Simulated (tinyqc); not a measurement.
# Gain factor and gap resistance from two string resistances

Problem. At small bit-line voltage each of the 96 cells has the resistance 1/(K x) at overdrive x (no mobility reduction) in series with a gap resistance Rg. Find K, Rg and the share of the gaps at the higher overdrive.

resistance of a string of 96 equal cells at overdrives of 4.4 and 8.5 V (kohm): [7193.7662, 4186.8908]

Solution. The resistance per cell is a straight line in 1/x with slope 1/K and intercept Rg.

K = 3.500 uA/V^2
Rg = 10.00 kohm
share of the gaps = 22.93 %

Computed by the program tinyqc: `OMP_NUM_THREADS=1 python tinyqc.py 2142045 2142046 out.jsonl`, one thread of a shared Intel Xeon 2.30GHz, about 0.5 s for the whole run.
